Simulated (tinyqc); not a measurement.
# Worked calculation: transfer-length model of a contact

Computed by the program tinyqc: `OMP_NUM_THREADS=1 python tinyqc.py 2760013 2760014 out.jsonl`, one thread of a shared Intel Xeon 2.30GHz, about 0.01 s for the whole run. Printed values are rounded.

A metal contact of length d and width W on a thin layer of the same width. The metal has no resistance, the sheet resistance under it equals Rsh, and current enters the layer at the front edge x = 0.

Values chosen for this exercise:
- d = 0.74 um (contact length)
- W = 28 um (contact width)

## Straight-line fit

```
gap,L (um),R_T (ohm)
1,0.63,216.07
2,0.93,267.62
3,1.4,347.73
4,2,451.04
```

Pairs of such contacts at gaps L have R_T = Rsh L/W + 2 Rc. The values of R_T were made from Rsh and rc with a random scatter of 0.2 % and are treated as data. Least squares: slope = sum (L - mean L)(R_T - mean R_T)/sum (L - mean L)^2, intercept = mean R_T - slope mean L. Rsh = slope W, Rc = intercept/2, and A = Rc/slope is half the distance from the origin to the zero of the line.

slope = 171.423 ohm/um
intercept = 108.051 ohm
Rsh = 4799.84 ohm/sq
Rc = 54.0254 ohm
A = 0.315159 um

## Iteration 1: transfer length

Lt at the start = 0.315159 um

A = Lt coth(d/Lt) is solved for Lt, starting from Lt = A. Lt(new) = A tanh(d/Lt).

Lt after iteration 1 = 0.309455 um

## Iteration 2: transfer length

As before.

Lt after iteration 2 = 0.309924 um

## Course of the iteration

Stop when Lt changes by less than 1e-9 of itself, or after 40 iterations.

Course of the iteration:
```
iteration,Lt (um),relative change
1,0.309455,0.0181
2,0.309924,1.52e-3
3,0.309887,1.22e-4
4,0.309890,9.80e-6
5,0.309890,7.89e-7
6,0.309890,6.36e-8
7,0.309890,5.12e-9
8,0.309890,4.12e-10
```

Converged in 8 iterations. The plain step multiplies the error by -2x/sinh(2x) = -0.081, x = d/Lt.

## Contact resistivity

converged Lt = 0.309890 um

rc = Rsh Lt^2. Short cuts: Rsh A^2 (long contact, Lt = A) and Rc W d (short contact, even current).

rc = 4.60936e-6 ohm cm^2
Rsh A^2 = 4.76745e-6 ohm cm^2
Rc W d = 1.11941e-5 ohm cm^2

The extracted rc is 0.20 % above the value 4.6e-6 ohm cm^2 that made the data. The long-contact form is 3.4 % above the extracted value and the short-contact form 2.43 times it; both can only overstate it.
